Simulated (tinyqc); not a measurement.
From results to parameters: two-site tight-binding chain. Computed by the program tinyqc.

Problem. A two-site chain has site energies +delta (A) and -delta (B) and hoppings t1 > t2 > 0, so E = +/- sqrt(delta^2 + |t1 + t2 exp(-ika)|^2). Find delta, t1 and t2.

upper band at k = 0 = 3.544982 eV
upper band at the zone edge = 1.110180 eV
weight of the upper band on site A at the zone edge = 0.995415

Solution. The weight on A is (1 + delta/E)/2, which gives delta; then t1 + t2 = sqrt(E(0)^2 - delta^2) and t1 - t2 = sqrt(E(edge)^2 - delta^2).

delta, t1, t2 (eV): 1.100  1.760  1.610
